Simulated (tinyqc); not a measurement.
Worked calculation: Hueckel theory of the pi electrons, for the molecule C=CC=CC=CC(=C)Cl (SMILES; centres numbered as the heavy atoms are written). Computed by tinyqc, a small Python program that keeps every step. Settings: charge = 0. Command: `OMP_NUM_THREADS=1 python tinyqc.py 24666 24667 out.jsonl` (the two numbers bound the seeds that draw the settings). One thread of a shared host (Intel(R) Xeon(R) Processor @ 2.60GHz), about 0.02 s of CPU time with the checks.

## The Hueckel matrix

Centres:
```
centre  z_r, pi electrons of the neutral centre        h
1C                                            1  0.00000
2C                                            1  0.00000
3C                                            1  0.00000
4C                                            1  0.00000
5C                                            1  0.00000
6C                                            1  0.00000
7C                                            1  0.00000
8C                                            1  0.00000
9Cl                                           2  2.00000
```

Bonds:
```
i  j        k
1  2        1
2  3        1
3  4        1
4  5        1
5  6        1
6  7        1
7  8        1
7  9  0.40000
```

H_rr = alpha + h_r beta, H_rs = k_rs beta for bonded centres.

Hueckel matrix in units of beta (H = alpha + beta A):
```
          1C       2C       3C       4C       5C       6C       7C       8C
1C   0.00000  1.00000  0.00000  0.00000  0.00000  0.00000  0.00000  0.00000
2C   1.00000  0.00000  1.00000  0.00000  0.00000  0.00000  0.00000  0.00000
3C   0.00000  1.00000  0.00000  1.00000  0.00000  0.00000  0.00000  0.00000
4C   0.00000  0.00000  1.00000  0.00000  1.00000  0.00000  0.00000  0.00000
5C   0.00000  0.00000  0.00000  1.00000  0.00000  1.00000  0.00000  0.00000
6C   0.00000  0.00000  0.00000  0.00000  1.00000  0.00000  1.00000  0.00000
7C   0.00000  0.00000  0.00000  0.00000  0.00000  1.00000  0.00000  1.00000
8C   0.00000  0.00000  0.00000  0.00000  0.00000  0.00000  1.00000  0.00000
9Cl  0.00000  0.00000  0.00000  0.00000  0.00000  0.00000  0.40000  0.00000

         9Cl
1C   0.00000
2C   0.00000
3C   0.00000
4C   0.00000
5C   0.00000
6C   0.00000
7C   0.40000
8C   0.00000
9Cl  2.00000
```

## Orbitals

pi electrons, sum of z_r less the charge = 10

Diagonalise; E = alpha + x beta with beta < 0, so the largest x are filled first; degenerate levels share their electrons. P = sum n_i c_ri c_si; each orbital has its largest coefficient positive (the first on a tie).

x values: 2.15665  1.83590  1.47266  0.97310  0.34474  -0.34905  -1.00874  -1.54193  -1.88333

occupations: 2.00000  2.00000  2.00000  2.00000  2.00000  0.00000  0.00000  0.00000  0.00000

coefficients:
```
         MO1       MO2       MO3       MO4       MO5       MO6       MO7       MO8
1C   0.01769   0.19020   0.30497   0.39765  -0.46058   0.46628  -0.40946  -0.30049
2C   0.03815   0.34919   0.44912   0.38696  -0.15878  -0.16275   0.41304   0.46333
3C   0.06459   0.45087   0.35643  -0.02111   0.40585  -0.40947  -0.00719  -0.41394
4C   0.10115   0.47857   0.07578  -0.40750   0.29869   0.30568  -0.40579   0.17493
5C   0.15355   0.42773  -0.24483  -0.37542  -0.30288   0.30278   0.41653   0.14421
6C   0.23000   0.30670  -0.43633   0.04217  -0.40311  -0.41136  -0.01438  -0.39729
7C   0.34249   0.13534  -0.39774   0.41646   0.16391  -0.15919  -0.40202   0.46838
8C   0.15881   0.07372  -0.27008   0.42797   0.47546   0.45608   0.39854  -0.30376
9Cl  0.87455  -0.32988   0.30170  -0.16222  -0.03961   0.02711   0.05345  -0.05290

          MO9
1C    0.15768
2C   -0.29696
3C    0.40160
4C   -0.45937
5C    0.46356
6C   -0.41365
7C    0.31549
8C   -0.16752
9Cl  -0.03250
```

charge and bond-order matrix P:
```
           1C        2C        3C        4C        5C        6C        7C        8C
1C    0.99953   0.86213   0.00056  -0.36738  -0.00077   0.26353   0.00123  -0.22868
2C    0.86213   1.00009   0.49475  -0.00021  -0.10385   0.00045   0.03363   0.00123
3C    0.00056   0.49475   0.99931   0.75828   0.00101  -0.33375  -0.00179   0.26231
4C   -0.36738  -0.00021   0.75828   1.00054   0.52838  -0.00123  -0.10296  -0.00302
5C   -0.00077  -0.10385   0.00101   0.52838   0.99829   0.75917   0.00372  -0.36527
6C    0.26353   0.00045  -0.33375  -0.00123   0.75917   1.00325   0.49064   0.00674
7C    0.00123   0.03363  -0.00179  -0.10296   0.00372   0.49064   0.98824   0.85591
8C   -0.22868   0.00123   0.26231  -0.00302  -0.36527   0.00674   0.85591   1.02564
9Cl  -0.00305  -0.00561   0.00528   0.01545  -0.01556  -0.04508   0.12166  -0.11035

          9Cl
1C   -0.00305
2C   -0.00561
3C    0.00528
4C    0.01545
5C   -0.01556
6C   -0.04508
7C    0.12166
8C   -0.11035
9Cl   1.98511
```

## Energy, charges, bond orders

E = sum n x; q_r = z_r - P_rr; bond order p = P_rs; free valence = sqrt(3) - sum of p over the bonds of the atom.

pi energy = 10 alpha + this times beta = 13.56609

pi charges: 1C 0.00047, 2C -0.00009, 3C 0.00069, 4C -0.00054, 5C 0.00171, 6C -0.00325, 7C 0.01176, 8C -0.02564, 9Cl 0.01489

Bond orders and lengths from R = 1.517 - 0.180 p (angstrom, C-C alone):
```
bond        p        R
1-2   0.86213  1.36182
2-3   0.49475  1.42795
3-4   0.75828  1.38051
4-5   0.52838  1.42189
5-6   0.75917  1.38035
6-7   0.49064  1.42868
7-8   0.85591  1.36294
7-9   0.12166        -
```

free valence of the carbons: 1C 0.86992, 2C 0.37517, 3C 0.47902, 4C 0.44539, 5C 0.44450, 6C 0.48224, 7C 0.26384, 8C 0.87614

gap between the highest filled and the next level = 0.69378 |beta|
